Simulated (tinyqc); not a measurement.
Short-channel transistor, virtual-source model with series resistance: course of the iteration: current through the series resistance.

The current per gate width is the charge at the top of the source barrier (the virtual source) times its velocity times a saturation function; al and be are fitting constants of the model. Units: I in uA/um, Rs in ohm um, so I Rs = 1e-6 I Rs in volts; Q in uC/cm^2, so I = 1e-4 Q vx0 Fsat with vx0 in cm/s.

Intrinsic voltages Vg' = Vgs - I Rs, Vd' = Vds - 2 I Rs. n = n0 + nd Vd', VT = VT0 - dl Vd', Ff = 1/(1 + exp((Vg' - VT + al Vt/2)/(al Vt))), Q = Cinv n Vt ln(1 + exp((Vg' - VT + al Vt Ff)/(n Vt))), Vdsat = (vx0 L/mu)(1 - Ff) + Vt Ff, Fsat = u/(1 + u^be)^(1/be) with u = Vd'/Vdsat, and I(out) = Q vx0 Fsat per width. (Fsat takes the sign of u.) I(new) = I(out).

Stop when I changes by less than 1e-7 uA/um, or after 80 iterations.

Values chosen for this exercise:
- T = 300 K (temperature)
- Cinv = 1.48 uF/cm^2 (inversion capacitance)
- vx0 = 1.59e7 cm/s (velocity at the virtual source)
- mu = 190 cm^2/(V s) (apparent mobility)
- L = 20 nm (channel length)
- VT0 = 0.433 V (threshold at zero drain voltage)
- dl = 0.195 V/V (drain-induced barrier lowering)
- n0 = 1.06 (subthreshold factor)
- nd = 0.2 1/V (growth of n with drain voltage)
- al = 3.5 (threshold shift (in units of Vt) from weak to strong inversion)
- be = 1.4 (sharpness of saturation)
- Rs = 150 ohm um (series resistance of each contact)
- Vgs = 1.2 V (gate voltage)
- Vds = 1.2 V (drain voltage)

Constants: q = 1.602176634e-19 C, kB = 1.380649e-23 J/K, Vt = kB T/q. Results are converted to the units shown.

I at the start = 0 uA/um

Course of the iteration:
```
iteration,I (uA/um),|change| (uA/um)
1,2254.32,2250
2,1095.88,1160
3,1699.04,603
4,1388.23,311
5,1549.04,161
6,1466.04,83.0
7,1508.93,42.9
8,1486.78,22.2
9,1498.22,11.4
...,...,...
30,1494.33,1.08e-5
31,1494.33,5.58e-6
32,1494.33,2.88e-6
33,1494.33,1.49e-6
34,1494.33,7.69e-7
35,1494.33,3.97e-7
36,1494.33,2.05e-7
37,1494.33,1.06e-7
38,1494.33,5.48e-8
```

Did this iteration meet its convergence test, and what does its course show?

Yes. Converged in 38 iterations. At the end each change is about 0.52 times the one before, with alternating sign: linear convergence.

tinyqc, about 0.01 s, one thread, Intel Xeon 2.30GHz (shared host): `OMP_NUM_THREADS=1 python tinyqc.py 2380023 2380024 out.jsonl`
